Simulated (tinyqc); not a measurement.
Energy against buckling: buckled dimers of a reconstructed (001) surface, two dangling bonds a dimer.

In a dimer one atom moves up by z and the other down by z; the dangling bond of the up atom (more s-like) falls by gm z and that of the down atom rises by gm z. With all dimers tilted alike: H(k) = [[-gm z - 2 ta cos k, -tp - 2 tx cos k], [., gm z - 2 ta cos k]], k along the row in 1/a. Two electrons a dimer fill the lowest N of the 2N levels on the mesh k_j = (j + 1/2) pi/N. Total energy a dimer: W(z) = (2/N) sum of the filled levels + kf z^2. Repulsion between electrons is left out.

Values chosen for the exercise (of the size met on Si(001); shifted at random, so the results belong to these values and not to a real crystal):
```
symbol  value  unit           meaning
tp      0.44   eV             pi coupling inside a dimer
ta      0.07   eV             coupling between like atoms along the row
tx      0.04   eV             diagonal coupling along the row
gm      1.7    eV/angstrom    shift of a dangling bond with height
kf      4      eV/angstrom^2  force constant of buckling
N       16                    k points
```

W relative to z = 0; gap as lowest upper less highest lower level on 201 points from 0 to pi.

Per dimer (eV):
```
z (angstrom)  band energy  elastic        W     gap
0.00               0.0000   0.0000   0.0000  0.6000
0.05              -0.0165   0.0100  -0.0065  0.6168
0.10              -0.0643   0.0400  -0.0243  0.6652
0.15              -0.1387   0.0900  -0.0487  0.7403
0.20              -0.2343   0.1600  -0.0743  0.8365
0.30              -0.4699   0.3600  -0.1099  1.0726
0.40              -0.7427   0.6400  -0.1027  1.3455
0.60              -1.3441   1.4400   0.0959  1.9466
```

Give the missing row, z (angstrom) = 0.50.

Computed row:
```
z (angstrom)  band energy  elastic        W     gap
0.50              -1.0369   1.0000  -0.0369  1.6395
```

W is lowest at z = 0.3 among these rows (-0.1099 eV). The band energy falls as z^2 at first and linearly, as -2 gm z, once gm z is far above tp, so the elastic term always wins at large z. The gap is open at all z.

Computed by tinyqc, a small Python program: `OMP_NUM_THREADS=1 python tinyqc.py 1480945 1480946 out.jsonl` (the numbers bound the seed that draws the inputs); one thread of a shared host (Intel(R) Xeon(R) Processor @ 2.30GHz), about 0.03 s for the whole set of steps.
